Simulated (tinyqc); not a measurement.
# Resistance of a source-drain extension with a graded tip: what changes with what

y runs along the channel, the gate covers y > 0. The doping is N0 for y < y0 and N0 10^(-(y - y0)/la) beyond, uniform over the depth xj. Sheet conductance s(y) = q mu(N) max(N - Nch, 0) xj + (for y > 0) ma Cox Vo, with mu(N) = u0 + (u1 - u0)/(1 + (N/Nr)^au) and Cox = eps0 eox/tox. Current is taken as one-dimensional; depletion of the tip, spreading and the contact are left out. The metallurgical junction lies at yj, where N = Nch.

Parameters, values chosen for the exercise; mobility law close to that of holes in silicon:

| symbol | value | unit | meaning |
|---|---|---|---|
| eox | 3.9 |  | relative permittivity of the gate insulator (close to silicon dioxide) |
| tox | 1.2 | nm | insulator thickness |
| N0 | 8e19 | cm^-3 | active doping of the extension far from the gate |
| la | 3.1 | nm/decade | lateral abruptness |
| y0 | 3.6 | nm | position under the gate where the fall begins (gate edge at 0) |
| xj | 20 | nm | depth of the extension |
| Nch | 3.9e17 | cm^-3 | channel doping |
| Ls | 9 | nm | spacer length |
| Vo | 0.3 | V | gate overdrive |
| ma | 92 | cm^2/(V s) | mobility of the gate-induced layer |
| u1 | 470.5 | cm^2/(V s) | mobility at low doping |
| u0 | 44.9 | cm^2/(V s) | mobility at high doping |
| Nr | 2.23e17 | cm^-3 | reference doping |
| au | 0.719 |  | exponent |
| Lg | 40 | nm | gate length |

Constants: q = 1.602176634e-19 C, eps0 = 8.8541878128e-14 F/cm where lengths are in cm. Results are converted to the units shown.

Each table varies one quantity; the others keep the values above.

## Abruptness at a fixed junction position

R_spacer = integral of dy/s from -Ls to 0, R_ov from 0 to yj, R_channel = (Lg - 2 yj)/(ma Cox Vo), R_total = 2 R_spacer + 2 R_ov + R_channel. Electrical length L_eff = ma Cox dR_total/d(1/Vo); R_series = R_total - L_eff/(ma Cox Vo). y0 is moved with la so that yj stays at 10.767 nm.

The same in every row: yj (nm) = 10.77; R_channel (ohm um) = 232.5.

Abruptness at a fixed junction position:

| la (nm/decade) | R_spacer (ohm um) | R_ov (ohm um) | R_total (ohm um) | L_eff (nm) | R_series (ohm um) |
|---|---|---|---|---|---|
| 1 | 6.917 | 18.21 | 282.7 | 19.67 | 35.13 |
| 2 | 6.917 | 28.61 | 303.6 | 20.80 | 41.73 |
| 2.9 | 6.917 | 37.98 | 322.3 | 21.81 | 47.67 |
| 3.9 | 6.917 | 48.39 | 343.1 | 22.94 | 54.27 |
| 4.9 | 6.973 | 58.75 | 363.9 | 24.07 | 60.89 |
| 5.8 | 8.265 | 67.03 | 383.1 | 25.06 | 67.60 |
| 6.8 | 11.87 | 74.62 | 405.5 | 26.08 | 77.04 |
| 7.8 | 17.76 | 80.77 | 429.6 | 27.02 | 89.37 |

What does the table show?

As la goes from 1 to 7.8 nm/decade, R_total rises from 283 to 430 ohm um, R_spacer rises from 6.92 to 17.8 ohm um and R_ov rises from 18.2 to 80.8 ohm um. R_total changes on average by 21.6 ohm um for each nm/decade. L_eff exceeds the metallurgical length by 1.20 nm in the first row and 8.55 nm in the last, since the gate also controls the lightly doped tips.

## Effect of the active doping of the extension far from the gate

Same model as above.

Results:

| N0 (cm^-3) | yj (nm) | R_spacer (ohm um) | R_ov (ohm um) | R_channel (ohm um) | R_total (ohm um) | L_eff (nm) | R_series (ohm um) |
|---|---|---|---|---|---|---|---|
| 2e19 | 8.901 | 23.46 | 42.73 | 279.5 | 411.9 | 25.91 | 85.62 |
| 3.1e19 | 9.491 | 16.15 | 41.70 | 264.6 | 380.3 | 24.66 | 69.89 |
| 7.2e19 | 10.63 | 7.619 | 40.20 | 236.1 | 331.7 | 22.32 | 50.63 |
| 1.1e20 | 11.20 | 5.148 | 39.70 | 221.7 | 311.4 | 21.17 | 44.82 |
| 1.7e20 | 11.78 | 3.416 | 39.32 | 206.9 | 292.4 | 19.99 | 40.67 |
| 2.6e20 | 12.35 | 2.276 | 39.06 | 192.5 | 275.2 | 18.85 | 37.91 |
| 4e20 | 12.93 | 1.501 | 38.88 | 177.9 | 258.7 | 17.69 | 36.01 |

Estimate the missing row, N0 = 4.7e19 cm^-3.

Computed row:

| N0 (cm^-3) | yj (nm) | R_spacer (ohm um) | R_ov (ohm um) | R_channel (ohm um) | R_total (ohm um) | L_eff (nm) | R_series (ohm um) |
|---|---|---|---|---|---|---|---|
| 4.7e19 | 10.05 | 11.20 | 40.88 | 250.5 | 354.7 | 23.50 | 58.85 |

With this row back in the table: As N0 goes from 2e19 to 4e20, R_total falls from 412 to 259 ohm um, L_eff falls from 25.9 to 17.7 nm and R_series falls from 85.6 to 36.0 ohm um.

Numbers from tinyqc (`OMP_NUM_THREADS=1 python tinyqc.py 2282193 2282194 out.jsonl`; about 0.03 s on one thread of a shared Intel Xeon 2.30GHz).
